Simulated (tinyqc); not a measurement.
Anisotropic elasticity and sound waves of a cubic crystal: one step, computed by the program tinyqc.

Voigt order 1..6 = xx, yy, zz, yz, xz, xy, with engineering shear strains. The rotated frame has x' as named, z' along the wafer normal and y' = z' x x'.

Question. Sound waves along the wave normal. In the cube axes, with unit normal n: G_ij = (C12 + C44) n_i n_j + (C44 - H n_i^2) delta_ij, eigenvalues rho v^2, eigenvectors u (columns, largest component positive). Group velocity V_i = [(C12 + C44)(u.n) u_i + C44 n_i - H u_i^2 n_i]/(rho v); its angle to n has cosine v/|V|.

Inputs (values chosen for the exercise, modelled on nickel): C12 = 154.4 GPa; C44 = 123.1 GPa; density rho = 8.931 g/cm^3.

Frame: (001) wafer, x' along [110].

wave normal (not normalised): 3  1.5  1.2

H = 152.9 GPa

Give: Christoffel matrix; phase velocities; polarisations; group speeds; angles between V and n.

Answer.

Christoffel matrix (GPa):
```
        x       y       z
x  211.47   98.40   78.72
y   98.40  145.19   39.36
z   78.72   39.36  137.24
```

phase velocities (m/s): 2772.1  3384.1  6013.8

polarisations:
```
       slow      fast  longitudinal
x   0.65781  -0.08125       0.74879
y  -0.64879  -0.56610       0.50853
z  -0.38257   0.82032       0.42510
```

group speeds (m/s): 3142.1  3625.8  6137.1

angles between V and n (degree): 28.086  21.039  11.508

Energy flows off the wave normal by up to 28.1 degrees, for the slow transverse wave.
